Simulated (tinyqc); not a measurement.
# Metal-interlayer-semiconductor contact, depinning against tunnelling resistance: contact resistivity against the interlayer thickness

Zero bias, n-type semiconductor. Gap states at the semiconductor surface thin out as exp(-be ti), which unpins the barrier; electrons must then cross the interlayer (a rectangular barrier, no voltage drop across it) and the parabolic depleted layer, both by WKB. Energies E are counted from the Fermi level; no image force, parabolic bands.

S = 1/(1 + (1/S0 - 1) exp(-be ti)); phiB = S (phiM - chi) + (1 - S)(Eg - E0); xi = Ec - EF deep inside, from Nd = Nc F(-xi/Vt), F(x) = (2/sqrt(pi)) int_0^infinity sqrt(u) du/(1 + exp(u - x)); band bending U = phiB - xi; E00 = (hbar/2) sqrt(Nd/(eps0 eps_r mt m0)) in volts; A = 4 pi q mA m0 kB^2/h^3. With U = phiB - xi: for xi < E < phiB, y = (E - xi)/U and G1 = (U/E00) [sqrt(1 - y) - y ln((1 + sqrt(1 - y))/sqrt(y))], G1 = 0 above phiB; G2 = 2 ti sqrt(mi max(phiB + dE - E, 0)/C), C = hbar^2/(2 m0); f = 1/(1 + exp(E/Vt)); 1/rho_c = (A T^2/Vt^2) times the integral of exp(-G1 - G2) f over E from xi upwards. Shares under 0.001 % are printed as 0; rows without band bending are left out.

Inputs (values chosen for the exercise); semiconductor values close to those of silicon; interlayer mass of the order of that in strontium titanate, offset chosen freely: temperature T = 300 K; band gap Eg = 1.13 eV; relative permittivity eps_r = 11.9; electron affinity chi = 3.98 eV; conduction-band density of states at T Nc = 2.8e19 cm^-3; tunnelling mass in the semiconductor mt = 0.191 m0; Richardson mass mA = 2.03 m0; donor density Nd = 8.1e19 cm^-3; charge-neutrality level above the valence band E0 = 0.35 eV; pinning factor without interlayer S0 = 0.27; metal work function phiM = 3.97 eV; conduction-band offset of the interlayer above the semiconductor dE = 0.16 eV; tunnelling mass in the interlayer mi = 0.6 m0; decay constant of gap states through the interlayer be = 1.9 1/nm.

Constants: q = 1.602176634e-19 C, kB = 1.380649e-23 J/K, eps0 = 8.8541878128e-12 F/m, hbar = 1.054571817e-34 J s, h = 6.62607015e-34 J s, m0 = 9.1093837015e-31 kg, Vt = kB T/q, hbar^2/(2 m0) = 0.0380998212 eV nm^2. Results are converted to the units shown.

The same in every row: E00/Vt = 4.29.

Result of one run:
```
ti (nm),S,phiB (eV),rho_c (ohm cm^2),rho_c with G2 = 0 (ohm cm^2),peak of the integrand (eV),share above phiB (%)
1.8,0.919,0.0542,4.06e-7,8.04e-10,0.00919,38.5
```

What becomes of these results when the interlayer thickness ti is changed from 1.8 to 1.2 nm, all else the same?

Result of the changed run:
```
ti (nm),S,phiB (eV),rho_c (ohm cm^2),rho_c with G2 = 0 (ohm cm^2),peak of the integrand (eV),share above phiB (%)
1.2,0.783,0.161,3.27e-7,1.70e-9,0.00219,1.98
```

The whole series:
```
ti (nm),S,phiB (eV),rho_c (ohm cm^2),rho_c with G2 = 0 (ohm cm^2),peak of the integrand (eV),share above phiB (%)
0,0.270,0.567,4.75e-8,4.75e-8,-0.00469,0
0.3,0.395,0.468,1.32e-7,2.06e-8,-0.00325,0
0.6,0.536,0.356,2.35e-7,8.13e-9,-0.00184,0.00374
0.9,0.672,0.249,3.00e-7,3.40e-9,-1.44e-4,0.131
1.2,0.783,0.161,3.27e-7,1.70e-9,0.00219,1.98
1.5,0.865,0.0968,3.59e-7,1.06e-9,0.00536,12.5
1.8,0.919,0.0542,4.06e-7,8.04e-10,0.00919,38.5
2.1,0.952,0.0276,4.38e-7,6.90e-10,0.188,68.7
2.4,0.972,0.0117,4.32e-7,6.39e-10,0.172,87.6
```

As ti goes from 0 to 2.4, phiB falls from 0.567 to 0.0117 eV and rho_c goes from 4.75e-8 through a maximum of 4.38e-7 (at ti = 2.1 among the rows listed) to 4.32e-7 ohm cm^2. No thickness listed beats the bare contact: tunnelling through the layer costs more than the change of the barrier gains. The ratio of rho_c to its value with G2 = 0 runs from 1.00 to 676.

tinyqc, about 0.04 s, one thread, Intel Xeon 2.30GHz (shared host): `OMP_NUM_THREADS=1 python tinyqc.py 2270134 2270135 out.jsonl`
